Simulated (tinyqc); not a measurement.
Regular and subregular solution with a miscibility gap. From one set of inputs to another, one input at a time. Computed by tinyqc, a small Python program. Command: `OMP_NUM_THREADS=1 python tinyqc.py 3015365 3015366 out.jsonl regsol ladder`. One thread of a shared host (Intel(R) Xeon(R) Processor @ 2.30GHz), about 0.02 s of CPU time with the checks.

Per mole of mixing sites: G(x) = x (1 - x) [L0 + L1 (1 - 2x)] + R T [x ln x + (1 - x) ln(1 - x)], x the fraction of B.

The inputs printed are set A. Inputs not listed in the table keep their values of set A, so the rows need not describe a real material.

Inputs (values chosen for the exercise, for a model alloy):
```
quantity,value,unit
interaction L0,26.5,kJ/mol
size misfit eta = d ln a/dx,0.034,-
asymmetry L1,1.8,kJ/mol
temperature T,1088,K
start value s0,0.05,-
```

Source of L0: given.

Constants: R = 8.314462618 J/(mol K).

Method:
- L0 and eta are given.
- The spinodal is G'' = 0, R T_s(x) = x (1 - x) [2 L0 + 6 L1 (1 - 2x)]; the critical point is its maximum.
- G' = L0 (1 - 2x) + L1 (1 - 6x + 6x^2) + R T ln[x/(1 - x)]; G'' = -2 L0 - 6 L1 (1 - 2x) + R T/[x (1 - x)].
- Solve G'' = 0 on each side of x_c.
- Common tangent: F1 = G'(x1) - G'(x2) = 0 and F2 = [G - x G'](x1) - [G - x G'](x2) = 0. Newton step: J = [[G''(x1), -G''(x2)], [-x1 G''(x1), x2 G''(x2)]], J dx = -F; a step that would leave 0 < x < 1 is halved until it stays inside. The start is x1 = s0, x2 = 1 - s0.
- Stop when the step is below 1e-12, or when x1 and x2 meet within 1e-5; residuals under 1e-7 are shown as 0.

Each row keeps all changes above it:
```
input moved,from,to,solubility limit x1,solubility limit x2,spinodal x_s1
set A,-,-,0.061268,0.90410,0.18585
temperature T (K),1088,895,0.026845,0.95439,0.14303
interaction L0 (kJ/mol),26.5,21.5,0.061201,0.89463,0.18260
asymmetry L1 (kJ/mol),1.8,4,0.041547,0.86702,0.14495
```

Where does the difference come from?

Solubility limit x1 goes from 0.0613 to 0.0415, a factor 0.678 in all. The largest single move comes from temperature T (a factor 0.438), and interaction L0 works against it (a factor 2.28). Solubility limit x2 goes from 0.904 to 0.867, a factor 0.959 in all. The largest single move comes from interaction L0 (a factor 0.937), and temperature T works against it (a factor 1.06). Spinodal x_s1 goes from 0.186 to 0.145, a factor 0.780 in all. The largest single move comes from temperature T (a factor 0.770), and interaction L0 works against it (a factor 1.28). The single moves hold for this order of the switches; the total does not depend on the order.

Extremes, crossings and ranges named in words are read from the listed rows.
